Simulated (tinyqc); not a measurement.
Modulation-doped quantum well, Poisson-Schroedinger loop with local exchange and correlation: one step of the calculation.

A well of width L centred at z = 0 between barriers Vb; effective-mass electrons, parabolic bands. The electrons come from donor sheets outside the mesh, a share fL of Ns on the left and the rest on the right, so the structure is neutral. Energies are counted from the band edge of the well, with U = 0 on the first node in the Hartree part.

Question. Levels and probability densities. Tridiagonal Hamiltonian with psi = 0 one step beyond both ends: H_ii = C (1/m_(i-1/2) + 1/m_(i+1/2))/hz^2 + V0_i + U_i, H_(i,i+1) = -C/(m_(i+1/2) hz^2), C = hbar^2/(2 m0). The lowest 3 level(s) are kept, normalised to hz sum |psi|^2 = 1.

Parameters, values chosen for the exercise:
- hz = 0.97 nm (mesh step)

Constants: q = 1.602176634e-19 C, hbar = 1.054571817e-34 J s, m0 = 9.1093837015e-31 kg, hbar^2/(2 m0) = 0.0380998212 eV nm^2. Results are converted to the units shown.

```
node  fixed potential V0 (eV)  self-consistent potential U at the start (eV)
1                  0.24900000                                              0
2                  0.24900000                                              0
3                  0.24900000                                              0
4                  0.24900000                                              0
5                  0.00000000                                              0
6                  0.00000000                                              0
7                  0.00000000                                              0
8                  0.00000000                                              0
9                  0.00000000                                              0
10                 0.00000000                                              0
11                 0.00000000                                              0
12                 0.24900000                                              0
13                 0.24900000                                              0
14                 0.24900000                                              0
15                 0.24900000                                              0
```

mass on the intervals 1/2, 3/2, ... (mean of both at an interface) (m0): 0.0785  0.0785  0.0785  0.0785  0.0595  0.0405  0.0405  0.0405  0.0405  0.0405  0.0405  0.0595  0.0785  0.0785  0.0785  0.0785

Find: levels; |psi|^2 of E1; |psi|^2 of E2; |psi|^2 of E3.

Answer.

levels (eV): E1 0.06207, E2 0.25258, E3 0.43160

```
node  |psi|^2 of E1 (1/nm)  |psi|^2 of E2 (1/nm)  |psi|^2 of E3 (1/nm)
1                  0.00048               0.00722               0.05442
2                  0.00270               0.02867               0.14745
3                  0.01017               0.06375               0.15902
4                  0.03468               0.11151               0.07419
5                  0.09125               0.15515               0.01071
6                  0.13119               0.11236               0.00315
7                  0.15986               0.03680               0.03668
8                  0.17026               0.00000               0.05966
9                  0.15986               0.03680               0.03668
10                 0.13119               0.11236               0.00315
11                 0.09125               0.15515               0.01071
12                 0.03468               0.11151               0.07419
13                 0.01017               0.06375               0.15902
14                 0.00270               0.02867               0.14745
15                 0.00048               0.00722               0.05442
```

tinyqc, about 0.2 s, one thread, Intel Xeon 2.30GHz (shared host): `OMP_NUM_THREADS=1 python tinyqc.py 2140139 2140140 out.jsonl`
